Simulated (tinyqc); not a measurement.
Inside a calculation. Model: pillar capacitor in an array: capacitance, non-linearity, leakage and relaxation.

Numbers from tinyqc (`OMP_NUM_THREADS=1 python tinyqc.py 2102196 2102197 out.jsonl`; about 0.01 s on one thread of a shared Intel Xeon 2.30GHz). Printed values are rounded.

A film between two metal electrodes, each interface adding a series capacitance ci. The small-signal permittivity is ek (1 + aq E^2); the field is found with the linear permittivity. Leakage J = J0 sinh(E/Ef). After a voltage step the film passes a relaxation current kr C V tt^(-nr), tt being the time in seconds. The sidewall is a coaxial capacitor with radii a = dm/2 and b = dm/2 + t, depth AR dm; the end face is left out.

Inputs (values chosen for the exercise); permittivity of the order of that of strontium titanate:
```
symbol    value       unit                                                             meaning
ek          155                                              relative permittivity of the film
t            13         nm                                                      film thickness
ci         1000    uF/cm^2  capacitance of each electrode interface (dead layer and screening)
aq       -0.031  cm^2/MV^2                     quadratic field coefficient of the permittivity
V           0.7          V                                                                bias
J0      1.7e-11     A/cm^2                                                   leakage prefactor
Ef         0.26      MV/cm                             field for an e-fold rise of the leakage
dm           56         nm                                              diameter of the pillar
AR           50                                              aspect ratio, depth over diameter
pt          110         nm                                           pitch of the square array
rho        1600    uohm cm                                  resistivity of the inner electrode
```

Constants: eps0 = 8.8541878128e-14 F/cm where lengths are in cm. Results are converted to the units shown.

## Planar capacitance, field and non-linearity

Planar film: Cf = eps0 ek/t, 1/C = 1/Cf + 2/ci, EOT = 3.9 eps0/C, effective permittivity C t/eps0, E = (V/t) C/Cf; quadratic coefficient [C(V)/C - 1]/V^2 with Cf (1 + aq E^2) in C(V).

Cf = 10.55692 uF/cm^2
C = 10.33863 uF/cm^2
EOT = 0.3340030 nm
effective permittivity = 151.7950
E = 0.5273276 MV/cm
quadratic coefficient = -17231.77 ppm/V^2
J = 6.348388e-11 A/cm^2

The interfaces take 2.07 % of the voltage.

## Cell capacitance, fields and time constant

Per length 1/c = ln(b/a)/(2 pi eps0 ek) + (1/a + 1/b)/(2 pi ci); cell capacitance c AR dm; per footprint over pt^2; fields c V/(2 pi eps0 ek r) at r = a and b; resistance of the inner electrode rho AR dm/(pi a^2); time constant R C/3 of the distributed line.

a = 28 nm
b = 41 nm
cell capacitance = 61.96996 fF
capacitance per footprint = 512.1484 uF/cm^2
field at a = 0.6416569 MV/cm
field at b = 0.4382047 MV/cm
R = 18.18914 kohm
R C/3 = 375.7267 ps

The array gives 49.5 times the planar capacitance per footprint; curvature makes the field at the inner electrode 1.22 times the planar value.
